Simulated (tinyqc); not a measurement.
From results back to parameters: inversion layer as a triangular well, valleys of the Si type. Two cases, with inputs chosen for the exercise.

Problem. The spacing of the two lowest levels of one ladder was computed from a hidden sheet density Ns.

The field is taken as constant, e F = 4 pi (e^2/4 pi eps0)(Nd + eta Ns)/eps, with 1e12/cm^2 = 1e-4/angstrom^2, and the oxide as a hard wall at z = 0; c = hbar^2/2m0.

Level j of a valley lies at E_j = a_j (c (e F)^2/m_z)^(1/3) above the band edge at the surface, with the Airy zeros a_j = 2.338107, 4.087949, 5.520560, 6.786708, 7.944134, 9.022651, 10.040174, 11.008524, 11.936016, 12.828777, and has <z> = 2 E_j/(3 e F).

Constants: hbar^2/2m0 = 3.80998211 eV angstrom^2; e^2/(4 pi eps0) = 14.39964547 eV angstrom.

Case 1.

Values chosen (near those of Si; the results hold for these values, not for the real material): m_z = 0.262 m0 (confinement mass); eps = 11.8 (dielectric constant); Nd = 0.19 x 1e12/cm^2 (depletion charge); eta = 0.5 (share of Ns in the effective field).

E_1 - E_0 = 77.3732 meV

Case 2.

Values chosen (near those of Si; the results hold for these values, not for the real material): m_z = 0.915 m0 (confinement mass); eps = 11.5 (dielectric constant); Nd = 1 x 1e12/cm^2 (depletion charge); eta = 0.5 (share of Ns in the effective field).

E_1 - E_0 = 56.3539 meV

Find: F; Ns.

Solution. e F = sqrt(m_z/c) [(E_1 - E_0)/(a_1 - a_0)]^(3/2), with a_0 and a_1 the first two zeros; then Ns = (eps e F/(4 pi e^2/4 pi eps0) - Nd)/eta.

Case 1.

F = 0.2438 MV/cm
Ns = 2.80 x 1e12/cm^2

Case 2.

F = 0.2832 MV/cm
Ns = 1.60 x 1e12/cm^2

Computed by tinyqc, one run a case: `OMP_NUM_THREADS=1 python tinyqc.py N N+1 out.jsonl` with N = 1281993, 1282005; one thread of a shared Intel(R) Xeon(R) Processor @ 2.30GHz, about 0.04 s a run at most.
